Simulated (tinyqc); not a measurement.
Inside a calculation. Model: kinetics of strain relaxation and threading dislocations in mismatched semiconductor layers. Computed by tinyqc, a small Python program that keeps every step. Command: `OMP_NUM_THREADS=1 python tinyqc.py 3023997 3023998 out.jsonl threading walk`. One thread of a shared host (Intel(R) Xeon(R) Processor @ 2.30GHz), about 0.01 s of CPU time with the checks. Intermediate numbers are printed to about 6 digits and carried at full precision; extremes and crossings named in words are read from the listed rows.

60-degree dislocations on {111} planes of a (001) layer, isotropic elasticity. The Schmid factor is 1/sqrt(6), and a misfit segment relieves strain with b/2.

Inputs (values chosen for the exercise, modelled on Si(0.7)Ge(0.3) on Si):

| quantity | value | unit |
|---|---|---|
| misfit f | 0.013 | - |
| shear modulus G | 62.1 | GPa |
| Poisson ratio nu | 0.27 | - |
| Burgers vector b | 3.89 | angstrom |
| glide activation energy Q | 2.02 | eV |
| velocity prefactor v0 | 32000 | m/s per MPa |
| layer thickness h | 71 | nm |
| anneal temperature T | 737 | K |
| anneal time t | 1500 | s |
| initial thread density rho_0 | 5.4e+07 | 1/cm^2 |
| multiplication constant delta | 78000 | 1/m |
| grading rate (misfit per thickness) R_f | 0.0022 | 1/micrometre |
| growth temperature of the buffer T_g | 964 | K |
| growth rate R_g | 0.32 | nm/s |
| reaction radius r_A | 14 | nm |
| final thickness of a thick uniform layer H | 1.2 | micrometre |
| aspect ratio of a trench | 0.74 | - |

Sources: fixed density of threads.

Constants: k_B = 8.617333262e-05 eV/K.

## Excess stress and glide velocity at the start

Excess resolved stress tau = (1/sqrt 6) [2 G (1 + nu)/(1 - nu)] (e - e_eq), e_eq = b (1 - nu/4) [ln(h/b) + 1]/(4 pi (1 + nu) h), the Matthews-Blakeslee strain of an uncapped layer; glide velocity v = v0 tau exp(-Q/(k_B T)), tau in MPa.

equilibrium strain e_eq = 0.00198700

excess stress tau = 971.477 MPa

mobility v/tau = 4.91947e-10 m/s per MPa

initial velocity = 0.477915 micrometre/s

The layer carries 6.5 times its equilibrium strain. In the anneal time a thread would run 720 micrometre at this speed.

## Relaxation in the anneal

Threads run in two directions, so de/dt = -(b/4) rho v, with rho fixed. With x = e - e_eq, x0 = f - e_eq (fully strained at t = 0) and v = m S x (m the mobility, S x = tau): x = x0 exp(-t/t_r), t_r = 4/(b rho_0 m S). The half time is that at which x = x0/2.

strain left e = 0.00234785

share of the excess strain relieved = 96.7234 %

thread density = 5.40e+07 1/cm^2

half time = 304.157 s

Most of the excess strain is gone. The misfit lines laid down are 0.018 micrometre apart. Caution: blocking of threads by crossing misfit lines, left out here, leaves real layers with more strain.

## Anneal temperature

The formulas are those given above.

After the time t:

| T (K) | first velocity (micrometre/s) | relieved (%) | threads (1/cm^2) | half time (s) |
|---|---|---|---|---|
| 617 | 9.83609e-04 | 0.7011 | 5.40e+07 | 1.47783e+05 |
| 637 | 3.24241e-03 | 2.2925 | 5.40e+07 | 4.48311e+04 |
| 661 | 1.23351e-02 | 8.4449 | 5.40e+07 | 1.17843e+04 |
| 679 | 3.15811e-02 | 20.2194 | 5.40e+07 | 4.60278e+03 |
| 702 | 9.78716e-02 | 50.3437 | 5.40e+07 | 1.48522e+03 |
| 717 | 1.96809e-01 | 75.5297 | 5.40e+07 | 7.38590e+02 |
| 737 | 4.77915e-01 | 96.7234 | 5.40e+07 | 3.04157e+02 |
| 771 | 1.94310e+00 | 99.9999 | 5.40e+07 | 7.48089e+01 |

The half time follows exp(Q/(k_B T)), a decade for each 48 K near 702 K. Relief goes from 20 % at 679 K to 75.5 % at 717 K: with a fixed density the onset is gradual, and more threads relax the layer sooner. Caution: rows with more than 50 % relieved leave out blocking by crossing misfit lines, which slows real layers.

## Graded buffer

In steady grading, strain is fed at R_f R_g and relieved at (b/4) rho v. As a glide-limited estimate, the driving stress is taken as the mean stress of the strained top zone, whose depth z solves R_f z/2 = e_eq(z), with strain R_f z at the surface; tau_g = S R_f z/2 is its mean; then rho = 4 R_f R_g/(b m tau_g), m = v0 exp(-Q/(k_B T_g)), S = (1/sqrt 6) 2 G (1 + nu)/(1 - nu), e_eq(z) = b (1 - nu/4) [ln(z/b) + 1]/(4 pi (1 + nu) z).

depth z of the strained zone = 405.270 nm

stress tau_g = 39.3246 MPa

thread density of the buffer = 20912.2 1/cm^2

buffer thickness f/R_f = 5.90909 micrometre

Raising T_g by 50 K would lower this density by a factor 3.3: fast glide lets few threads do the work. Caution: real buffers seldom go below 1e5 /cm^2, as pile-ups and nucleation take over; this value is a lower bound.

## Thick uniform layer and trapping in a trench

A separate case, a thick relaxed layer. Pair reactions during growth: d rho/dh = -K rho^2 with K = 2 r_A tan(psi) and threads inclined by psi = 45 degrees (the <110> lines of {111} planes), so rho = 1/(K H) for a layer that starts with far more threads than that, as highly mismatched layers do. In a trench along [110] a thread on {111} rises at 54.74 degrees across the width, and leaves through the wall below the height w tan(54.74 degrees) = sqrt(2) w; the share of threads, evenly spread over the floor, that reach the top is max(0, 1 - a/sqrt 2) for the aspect ratio a.

thread density at H = 2.97619e+09 1/cm^2

share that reaches the top = 0.476741

The trench is too shallow to trap all. Thickness alone needs 3600 micrometre for 1e6 /cm^2. Caution: at this small misfit a layer may start with fewer threads than 1/(K H), which is then only an upper bound.

Checks made by the program: strain against numerical integration (relative difference below 1e-10).
